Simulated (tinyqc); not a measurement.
What each parameter does: band offset of a heterojunction with an interface dipole (two-band chains, self-consistent charge).

Sites alternate A, C. Left: A at -G1/2, C at +G1/2, hopping -t1; right: A at D - G2/2, C at D + G2/2, hopping -t2; the bonds across the two interfaces of a ring (C left to A right, C right to A left) have -sqrt(t1 t2). D is the offset of the mid-gaps, so Ev(right) - Ev(left) = D - (G2 - G1)/2 and Ec(right) - Ec(left) = D + (G2 - G1)/2. The closing bond has its sign reversed (antiperiodic ring). Half the levels are filled with two electrons each. The charge moved is q = (electrons on the left) less one a site; the mean over the two interfaces, q/2, is taken as the charge that crosses each, and its dipole opposes the offset: D = D0 - u q/2.

From here on the ring has 24 cells a side.

Parameters, chosen for this exercise (gaps near those of Si and GaP; the chains and D0 are free models, so the offsets are not those of the real pair; not measured data):
- G1 = 1.14 eV (gap on the left)
- G2 = 2.36 eV (gap on the right)
- t1 = 2.39 eV (hopping on the left)
- t2 = 2.35 eV (hopping on the right)
- D0 = 0.38 eV (mid-gap of the right side above that of the left, without dipole)
- u = 8.8 eV (potential step per electron moved across)

Self-consistent D by bisection, q there, and the two offsets.

One parameter was then changed.

Results before and after:
```
case     D (eV)       q  valence offset (eV)  conduction offset (eV)
base     0.1612  0.0497              -0.4488                  0.7712
changed  0.1704  0.0476              -0.6166                  0.9574
```

Which of these changes was made? (a) G1 = 1.311 eV; (b) t2 = 2.702 eV; (c) D0 = 0.437 eV; (d) u = 10.12 eV; (e) t1 = 2.748 eV; (f) G2 = 2.714 eV.

Answer: (f) G2 = 2.714 eV. Of the candidates, run in turn, only this one gives the changed row.

All candidates:
```
case           D (eV)       q  valence offset (eV)  conduction offset (eV)
base           0.1612  0.0497              -0.4488                  0.7712
G1 = 1.311 eV  0.1661  0.0486              -0.3584                  0.6906
G2 = 2.714 eV  0.1704  0.0476              -0.6166                  0.9574
t1 = 2.748 eV  0.1611  0.0497              -0.4489                  0.7711
t2 = 2.702 eV  0.1611  0.0498              -0.4489                  0.7711
D0 = 0.437 eV  0.1854  0.0572              -0.4246                  0.7954
u = 10.12 eV   0.1485  0.0458              -0.4615                  0.7585
```

Program tinyqc; command `OMP_NUM_THREADS=1 python tinyqc.py 1450737 1450738 out.jsonl`; about 0.3 s on one thread of a shared Intel(R) Xeon(R) Processor @ 2.30GHz.
